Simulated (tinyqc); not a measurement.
Junction parameters from two forward currents.

Inverse problem. D(v) = J1 (exp(v/Vt) - 1) + J2 (exp(v/(2 Vt)) - 1). Find J1, J2 and the voltage 2 Vt ln(J2/J1) near which both parts are equal.

Parameters, values chosen for the exercise: temperature T = 300 K.

Constants: q = 1.602176634e-19 C, kB = 1.380649e-23 J/K, Vt = kB T/q. Results are converted to the units shown.

junction voltages (V): [0.31, 0.62]
currents (uA/um): [3.4270652e-5, 0.11248273]

Answer. The current is linear in J1 and J2, so two points give two equations.

J1 = 3.800e-12 uA/um
J2 = 8.400e-8 uA/um
crossover = 0.5172 V

Program tinyqc, `OMP_NUM_THREADS=1 python tinyqc.py 2182148 2182149 out.jsonl`; Intel Xeon 2.30GHz, shared host, one thread, about 0.2 s.
